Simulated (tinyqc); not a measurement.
Inside a calculation. Model: input admittance of a MOSFET at zero drain bias: distributed channel and distributed gate.

Computed by the program tinyqc: `OMP_NUM_THREADS=1 python tinyqc.py 2262064 2262065 out.jsonl`, one thread of a shared Intel Xeon 2.30GHz, about 0.01 s for the whole run. Printed values are rounded.

Source and drain grounded, strong inversion, w = 2 pi f, Cox = eps0 eox/tox. The channel is an RC line of resistance 1/(mu Cox Vo) per square fed from both ends, so one finger has the intrinsic admittance y = i w Cox L tanh(g)/g per width, g = (1/2) sqrt(i w tau), tau = L^2/(mu Vo). The vertical resistance rv/L is in series with y, the overlaps 2 i w Cov in parallel: y_t = 1/(1/y + rv/L) + 2 i w Cov. The gate strip is a line of Rsh/L per length loaded by y_t, so a finger has Y = y_t Wf tanh(k)/k, k = (Wf/sd) sqrt(y_t Rsh/L); the device has Nf Y.

Parameters, values chosen for the exercise; values of the order met in silicon radio-frequency transistors: relative permittivity of the gate insulator (close to aluminium oxide) eox = 8.88; insulator thickness tox = 8.9 nm; channel length L = 1.6 um; finger width Wf = 4.4 um; number of fingers Nf = 4; channel mobility mu = 210 cm^2/(V s); gate overdrive Vo = 0.25 V; sheet resistance of the gate Rsh = 5.8 ohm/square; vertical resistivity of the gate stack rv = 1.3 ohm um^2; number of ends at which a finger is contacted sd = 1; overlap and fringe capacitance on each side Cov = 0.21 fF/um; frequency f = 0.99 GHz.

Constants: eps0 = 8.8541878128e-14 F/cm where lengths are in cm. Results are converted to the units shown.

## Low-frequency resistances and capacitance

Low-frequency limits, with c = Cox L and ct = c + 2 Cov: R_strip = Rsh Wf/(3 sd^2 L Nf), R_ch = (c/ct)^2 L/(12 mu Cox Vo Wf Nf), R_vert = (c/ct)^2 rv/(L Wf Nf), C = ct Wf Nf.

parts (ohm): strip 1.32917, channel 154.050, vertical 0.0435389
sum = 155.423 ohm
C = 256.166 fF
1/(2 pi R C) = 3.99746 GHz

The channel term is the largest, 99.1 % of the sum.

## Admittance of the channel and stack per width

tau, g, c = Cox L, y and y_t as defined.

tau = 487.619 ps
g = 0.615748+0.615748i
c = 14.1349 fF/um
y = 20.3335+81.7639i uS/um
y_t = 20.3386+84.3737i uS/um

w tau = 3.03, and Im y is 0.930 of w c.

## Input impedance of the device

k and Y as defined; Z = 1/(Nf Y) = R + 1/(i w C); Q = |Im Z|/R; signal at the point farthest from a contact |1/cosh k|.

k = 0.0613120+0.0482887i
Nf Y = 0.36072+1.48356i mS
R = 154.743 ohm
C = 252.600 fF
Q = 4.11283
signal at the far point = 0.999284

R is 0.44 % below its low-frequency limit and C is 1.4 % below its own.
